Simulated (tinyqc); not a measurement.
One anharmonic mode: perturbation theory, self-consistent phonons and exact levels: one step, computed by the program tinyqc.

V(x) = k x^2/2 + b x^4 for one coordinate x of mass M. A constant K > 0 gives hbar Omega = sqrt((hbar^2/u) K/M) with K in eV/angstrom^2 and M in u.

Task: Self-consistent results. Self-consistent phonon, centred at x = 0: K = k + 12 b <x^2>, <x^2> = (hbar Omega/(2K)) coth(hbar Omega/(2 k_B T)). Its free energy is F = k_B T ln[2 sinh(hbar Omega/(2 k_B T))] + (k - K)<x^2>/2 + 3 b <x^2>^2, an upper bound to the exact one.

Inputs (values chosen for the exercise, for a model mode): mode mass M = 35.8 u; harmonic constant k = -0.167 eV/angstrom^2; quartic constant b = 0.77 eV/angstrom^4; temperature T = 100 K.

Shape: double well.

self-consistent K = 0.2145306 eV/angstrom^2

Constants: hbar^2/u = 4.18015928e-03 eV angstrom^2; k_B = 8.617333262e-05 eV/K.

Give: self-consistent quantum; self-consistent <x^2>; self-consistent free energy.

Result:

self-consistent quantum = 5.005 meV

self-consistent <x^2> = 0.04129 angstrom^2

self-consistent free energy = -8.500 meV
